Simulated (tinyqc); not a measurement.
Diffused layer (complementary error function), carriers, mobility and sheet resistance with incomplete ionisation: effect of the diffusion length.

An n-type layer from the surface x = 0 to the junction xj, N(x) = N0 erfc(x/Ld). Local neutrality (no depletion at surface or junction, no spilling of carriers), intrinsic carriers neglected, Boltzmann statistics.

erfc(xj/Ld) = Nb/N0. Active dopant A = min(N, Ns); n solves n (n + Nb)/(A - Nb - n) = K, K = (NB/gd) exp(-E/Vt), E = max(Ei - ks A^(1/3), 0), so n = 2 K (A - Nb)/[Nb + K + sqrt((Nb + K)^2 + 4 K (A - Nb))]; mobility mu = m1 + (m2 (T/300 K)^(-bt) - m1)/(1 + ((A + Nb)/Nr)^am). Dose = integral of N, carrier sheet density = integral of n, 1/Rs = q integral of n mu, mean mobility 1/(q Rs sheet density), Hall mobility (unit Hall factor) = integral of n mu^2 over integral of n mu, Hall sheet density = (integral of n mu)^2/integral of n mu^2; all from 0 to xj. Integrals on 4000 steps.

Values chosen for this exercise; values close to those of phosphorus in silicon over a p-type background:
- T = 300 K (temperature)
- Nb = 2.2e14 cm^-3 (background doping of the opposite type)
- N0 = 3.7e17 cm^-3 (peak chemical concentration)
- m1 = 69.5 cm^2/(V s) (mobility limit at high doping)
- m2 = 1430 cm^2/(V s) (mobility limit at low doping, at 300 K)
- Nr = 9.06e16 cm^-3 (reference doping of the mobility law)
- am = 0.728 (exponent of the mobility law)
- bt = 2.5 (temperature exponent of m2)
- Ns = 3.9e20 cm^-3 (solubility limit of active dopant)
- NB = 2.8e19 cm^-3 (conduction-band density of states at T)
- Ei = 0.0441 eV (ionisation energy in the dilute limit)
- gd = 2 (degeneracy factor of the level)
- ks = 5.3e-9 eV cm (lowering of Ei per N^(1/3))

Constants: q = 1.602176634e-19 C, kB = 1.380649e-23 J/K, Vt = kB T/q. Results are converted to the units shown.

The same in every row: mean mobility (cm^2/(V s)) = 593.6; Rs xj (ohm nm) = 1.310e6; Hall/true sheet density = 0.9198.

Effect of the diffusion length:

| Ld (nm) | xj (nm) | dose (cm^-2) | carriers (cm^-2) | Rs (ohm/square) |
|---|---|---|---|---|
| 9.5 | 23.07 | 1.983e11 | 1.851e11 | 5.681e4 |
| 14 | 34.00 | 2.922e11 | 2.728e11 | 3.855e4 |
| 21 | 50.99 | 4.383e11 | 4.092e11 | 2.570e4 |
| 31 | 75.28 | 6.470e11 | 6.040e11 | 1.741e4 |
| 46 | 111.7 | 9.601e11 | 8.963e11 | 1.173e4 |
| 69 | 167.5 | 1.440e12 | 1.344e12 | 7821 |
| 100 | 242.8 | 2.087e12 | 1.949e12 | 5397 |
| 150 | 364.2 | 3.131e12 | 2.923e12 | 3598 |

As Ld goes from 9.5 to 150, xj rises from 23.1 to 364 nm, Rs falls from 56800 to 3600 ohm/square, the mean mobility stays at 594 cm^2/(V s) and the share of the dose that conducts stays at 93.4 %. The peak N0 is held, so the dose changes too. Rs goes as Ld^(-1.00) over the table: the profile only stretches, so Rs xj stays fixed.

tinyqc, about 0.01 s, one thread, Intel Xeon 2.30GHz (shared host): `OMP_NUM_THREADS=1 python tinyqc.py 2110147 2110148 out.jsonl`
